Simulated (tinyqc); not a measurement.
Worked calculation: geometry relaxation of a small cluster. Computed by tinyqc, a small Python program that keeps every step. Command: `OMP_NUM_THREADS=1 python tinyqc.py 3026612 3026613 out.jsonl relax walk`. One thread of a shared host (Intel(R) Xeon(R) Processor @ 2.30GHz), about 0.01 s of CPU time with the checks. Intermediate numbers are printed to about 5 digits and carried at full precision; extremes and crossings named in words are read from the listed rows.

E = sum_(i<j) phi(r_ij), phi(r) = eps [exp(-2 alpha (r - r0)) - 2 exp(-alpha (r - r0))]; the force on i is -sum_j phi'(r_ij) (R_i - R_j)/r_ij.

Inputs (values chosen for the exercise, for model atoms):

| quantity | value | unit |
|---|---|---|
| length r0 | 2.38 | angstrom |
| well depth eps | 0.72 | eV |
| stiffness alpha | 1.68 | 1/angstrom |
| step factor eta | 0.046 | angstrom^2/eV |
| largest number of steps | 500 | - |

Potential: Morse. Method: BFGS.

starting positions (angstrom):
```
            x     y      z
atom 1  -0.06  0.11  -0.06
atom 2   2.39  0.13  -0.05
atom 3   2.48  2.41   0.14
atom 4  -0.03  2.42  -0.09
atom 5    1.2  1.24   1.41
atom 6   1.24  1.29  -1.59
```

## Energy and forces at the start

Evaluate E and the forces at the starting positions.

distances (angstrom): 1-2 2.4501, 1-3 3.4324, 1-4 2.3104, 1-5 2.2417, 1-6 2.3288, 2-3 2.2897, 2-4 3.3320, 2-5 2.1863, 2-6 2.2449, 3-4 2.5205, 3-5 2.1495, 3-6 2.4052, 4-5 2.2705, 4-6 2.2671, 5-6 3.0007

energy at the start = -9.0419 eV

forces (eV/angstrom):
```
              x        y        z
atom 1  -0.0928  -0.6281  -0.3423
atom 2   0.5572  -1.2471  -0.3740
atom 3   0.3189   1.1043  -1.0833
atom 4   0.0276   0.6772   0.0532
atom 5  -0.9312  -0.1569   2.2154
atom 6   0.1204   0.2507  -0.4690
```

## The first two steps

BFGS: R(new) = R + B F with the inverse Hessian B = eta 1 at first; with s = R(new) - R, y = F - F(new), rho = 1/(y.s): B(new) = (1 - rho s y^T) B (1 - rho y s^T) + rho s s^T, skipped if y.s is not positive. No atom moves more than 0.3 angstrom a step (the whole step is scaled). Stop when the largest force component is below 1e-5 eV/angstrom.

positions after step 1 (angstrom):
```
              x       y        z
atom 1  -0.0643  0.0811  -0.0757
atom 2   2.4156  0.0726  -0.0672
atom 3   2.4947  2.4608   0.0902
atom 4  -0.0287  2.4511  -0.0876
atom 5   1.1572  1.2328   1.5119
atom 6   1.2455  1.3015  -1.6116
```

energy after step 1 = -9.3043 eV

positions after step 2 (angstrom):
```
              x       y        z
atom 1  -0.0490  0.0768  -0.0846
atom 2   2.4068  0.0660  -0.0621
atom 3   2.4714  2.4582   0.0692
atom 4  -0.0124  2.4594  -0.0789
atom 5   1.1519  1.2320   1.5328
atom 6   1.2514  1.3076  -1.6164
```

energy after step 2 = -9.3424 eV

## All steps

The formulas are those given above.

Course of the relaxation:

| step | E (eV) | largest force (eV/angstrom) | force calls |
|---|---|---|---|
| 0 | -9.0419 | 2.2154e+00 | 1 |
| 1 | -9.3043 | 4.9395e-01 | 2 |
| 2 | -9.3424 | 4.0936e-01 | 3 |
| 3 | -9.3907 | 3.5440e-01 | 4 |
| 4 | -9.4012 | 1.8424e-01 | 5 |
| 5 | -9.4073 | 9.5984e-02 | 6 |
| 6 | -9.4107 | 8.3409e-02 | 7 |
| 7 | -9.4113 | 4.0782e-02 | 8 |
| 8 | -9.4116 | 1.7185e-02 | 9 |
| ... | ... | ... | ... |
| 11 | -9.4117 | 2.3134e-03 | 12 |
| 12 | -9.4117 | 1.1680e-03 | 13 |
| 13 | -9.4117 | 5.2920e-04 | 14 |
| 14 | -9.4117 | 2.7014e-04 | 15 |
| 15 | -9.4117 | 1.9453e-04 | 16 |
| 16 | -9.4117 | 1.1775e-04 | 17 |
| 17 | -9.4117 | 6.2270e-05 | 18 |
| 18 | -9.4117 | 1.3292e-05 | 19 |
| 19 | -9.4117 | 5.7884e-06 | 20 |

final positions (angstrom):
```
             x       y        z
atom 1  0.0167  0.1073  -0.1101
atom 2  2.3634  0.0787  -0.0323
atom 3  2.3900  2.4260   0.0301
atom 4  0.0432  2.4546  -0.0477
atom 5  1.1478  1.2232   1.6190
atom 6  1.2588  1.3101  -1.6990
```

final energy = -9.4117 eV

steps = 19

largest force at the end = 5.7884e-06 eV/angstrom

Converged in 19 steps.

## Curvatures at the end

Hessian at the final positions by central differences of the forces; six eigenvalues vanish (translations and rotations). Steepest descent is stable for eta below 2/lambda_max and contracts the softest mode by 1 - eta lambda_min a step.

non-zero eigenvalues (eV/angstrom^2): 3.594  3.594  4.459  4.459  4.459  9.632  9.632  9.632  14.091  14.091  14.091  18.042

condition number = 5.0205

largest stable eta = 0.11085 angstrom^2/eV

contraction of the softest mode = 0.83469

All are positive, so the end point is a minimum.

## Four methods from the same start

Steepest descent: R(new) = R + eta F. Conjugate gradient (Polak-Ribiere): d = F + beta d(old), beta = max(0, F.(F - F(old))/|F(old)|^2), d = F at first; step length from one secant, s = eta (F.d)/(F.d - F(R + eta d).d), replaced by eta if that is not positive; R(new) = R + s d. FIRE with unit mass: if F.v > 0, v = (1 - a) v + a |v| F/|F|, and after more than 5 such steps in a row dt = min(1.1 dt, 5 dt0), a = 0.99 a; else v = 0, a = 0.1, and dt = dt/2 (not at the first step). Then v = v + dt F, R(new) = R + dt v. dt0 = sqrt(eta), a = 0.1 at first. In this comparison each method may take up to 1500 steps.

Cost:

| method | steps | force calls | final E (eV) | calls to reach 1e-2 |
|---|---|---|---|---|
| steepest descent | 62 | 63 | -9.4117 | 25 |
| conjugate gradient | 14 | 29 | -9.4117 | 15 |
| BFGS | 19 | 20 | -9.4117 | 11 |
| FIRE | 92 | 93 | -9.4117 | 32 |

In force calls the order is BFGS (20), conjugate gradient (29), steepest descent (63), FIRE (93). All that converged end at the same energy. Near the minimum steepest descent multiplies the slowest mode by 0.835 in size a step, 13 steps a decade of force, at a condition number of 5.0. On this problem it beats FIRE in force calls.

Checks made by the program: forces against finite differences of E (relative difference 9e-10).
